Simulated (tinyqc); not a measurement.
Raising the field: quantum-confined Stark effect in a modulator well.

Envelopes on cells of 0.5 angstrom over the well |z| < L/2 and 45 angstrom of barrier on each side, psi = 0 beyond, psi'/m continuous (mean mass between points), c = hbar^2/2m0. The electron sees + e F z and the hole - e F z, each with its offset in the barriers; 1 kV/cm = 1e-5 eV/angstrom. Light holes, band mixing and escape by tunnelling are left out.

Exciton: in-plane function exp(-rho/lam), 1/mu = 1/me + 1/mp, E(lam) = c/(mu lam^2) - (q/eps) times the integral over k of Fm(k)(1 + (k lam/2)^2)^(-3/2), Fm(k) the double integral of psi_e^2 psi_h^2 exp(-k |z - z'|), q = e^2/(4 pi eps0); binding Eb = -E at the minimum. Line at Eg + E_e + E_h - Eb, strength proportional to overlap^2/lam^2.

Constants: hbar^2/2m0 = 3.80998211 eV angstrom^2; e^2/(4 pi eps0) = 14.39964547 eV angstrom; hc = 1239.841984 eV nm.

Inputs chosen for the exercise (near those of an InGaAs well in InAlAs; the results hold for these values, not for the real material):
- L = 120 angstrom (well width)
- Vc = 0.517 eV (conduction offset)
- Vv = 0.211 eV (heavy-hole offset)
- me = 0.0428 m0 (electron, well)
- meb = 0.072 m0 (electron, barrier)
- mh = 0.374 m0 (heavy hole along z, well)
- mhb = 0.441 m0 (heavy hole, barrier)
- Eg = 0.769 eV (gap of the well)
- mp = 0.113 m0 (heavy hole in the plane)
- eps = 13.6 (dielectric constant)
- Fs = (0, 26, 53, 79, 109, 141, 176) kV/cm (fields)

All quantities anew; shifts from zero field.

Results:

| F (kV/cm) | dE_e (meV) | dE_h (meV) | Eb (meV) | line shift (meV) | overlap^2 | relative strength |
|---|---|---|---|---|---|---|
| 0 | 0.00 | 0.00 | 5.54 | 0.00 | 0.987 | 1.000 |
| 26 | -0.46 | -2.28 | 5.35 | -2.56 | 0.838 | 0.803 |
| 53 | -1.91 | -8.18 | 5.02 | -9.58 | 0.594 | 0.513 |
| 79 | -4.20 | -15.71 | 4.75 | -19.12 | 0.415 | 0.326 |
| 109 | -7.87 | -25.72 | 4.49 | -32.55 | 0.275 | 0.197 |
| 141 | -12.89 | -37.45 | 4.28 | -49.07 | 0.179 | 0.118 |
| 176 | -19.53 | -51.15 | 4.10 | -69.24 | 0.112 | 0.068 |

The line shift grows with exponent 1.85 in F at low field and 1.55 at the end, as the carriers come up against opposite walls and the dipole begins to saturate. The hole gives 83 % of the level shift in the second row and 72 % in the last. The largest shift is 12.5 times the zero-field binding, yet 74 % of the binding survives, since the walls stop the field from pulling the pair apart. Half the strength is gone between 53 and 79 kV/cm.

(tinyqc, `OMP_NUM_THREADS=1 python tinyqc.py 1282279 1282280 out.jsonl`, Intel(R) Xeon(R) Processor @ 2.30GHz, 1 thread, shared host, about 0.3 s.)
